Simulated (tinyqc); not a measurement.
Permeation of metal atoms or ions through a thin barrier or dielectric: time lag, field-aided drift and lifetime: one step, computed by the program tinyqc. Command: `OMP_NUM_THREADS=1 python tinyqc.py 3028320 3028321 out.jsonl barrier walk`. One thread of a shared host (Intel(R) Xeon(R) Processor @ 2.30GHz), about 0.01 s of CPU time with the checks.

The film 0 < x < d is empty at first; C = C0 at x = 0 and C = 0 at x = d. dC/dt = D d2C/dx2 - v dC/dx with drift v = D z e V/(k_B T d) (uniform field, no space charge).

Problem. Dose at time s. Steady flux J = (D C0/d) P/(1 - exp(-P)); time lag in units of d^2/D: s_L = [P (1 + exp(-P))/(1 - exp(-P)) - 2]/P^2 (P = 0: J = D C0/d, s_L = 1/6). Dose through the film Q(s) = C0 d {f (s - s_L) - 2 exp(P/2) sum_(n=1..200) (-1)^n n^2 pi^2 exp(-l_n s)/l_n^2}, l_n = n^2 pi^2 + P^2/4, f = P/(1 - exp(-P)) the relative flux.

Inputs (values chosen for the exercise, for a model case: singly charged ions through a dielectric):
```
quantity                               value    unit
thickness d                               78      nm
concentration at the source side C0  2.3e+14  1/cm^3
test temperature T                       300       C
time in units of d^2/D, s              0.098       -
```

Peclet number P = 1.943704

time scale d^2/D = 1132.860 s

Give: Q/(C0 d); dose Q; time.

Solution.

Q/(C0 d) = 0.01824

dose Q = 3.272e+07 1/cm^2

time = 111.0 s
